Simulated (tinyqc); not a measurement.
First phase against the interface composition: thermodynamics of metal silicides: hull, first phase, silicon consumed, nucleation and stability against SiO2. Computed by tinyqc, a small Python program. Command: `OMP_NUM_THREADS=1 python tinyqc.py 3016813 3016814 out.jsonl silphase walk`. One thread of a shared host (Intel(R) Xeon(R) Processor @ 2.30GHz), about 0.01 s of CPU time with the checks.

Entropies of formation of the solids are neglected, so heats stand for free energies. Si fractions: M2Si 0.3333, MSi 0.5000, MSi2 0.6667.

Inputs (values chosen for the exercise, for a model metal): heat of formation of M2Si = -53 kJ/mol atoms; heat of formation of MSi = -56.2 kJ/mol atoms; heat of formation of MSi2 = -22.4 kJ/mol atoms.

Phases: M2Si, MSi, MSi2.

Method. Effective heat of formation: at the interface the mixture has the Si fraction x_e; the limiting element scales the heat, H_eff = H x_e/x if x_e < x, H (1 - x_e)/(1 - x) otherwise. The rule names the most negative as the first phase; its restriction to congruently melting phases is left out here.

H_eff (kJ/mol atoms):

| x_e | M2Si | MSi | MSi2 | first phase |
|---|---|---|---|---|
| 0.10 | -15.900 | -11.240 | -3.360 | M2Si |
| 0.20 | -31.800 | -22.480 | -6.720 | M2Si |
| 0.30 | -47.700 | -33.720 | -10.080 | M2Si |
| 0.36 | -50.880 | -40.464 | -12.096 | M2Si |
| 0.42 | -46.110 | -47.208 | -14.112 | MSi |
| 0.48 | -41.340 | -53.952 | -16.128 | MSi |
| 0.54 | -36.570 | -51.704 | -18.144 | MSi |
| 0.60 | -31.800 | -44.960 | -20.160 | MSi |
| 0.66 | -27.030 | -38.216 | -22.176 | MSi |
| 0.75 | -19.875 | -28.100 | -16.800 | MSi |

What follows from these numbers?

Each phase is a triangle with its apex at its own composition. In order of x_e the first phase is M2Si, then MSi. On either side of all three the ranking is that of H/x (Si-poor) or H/(1 - x) (Si-rich).
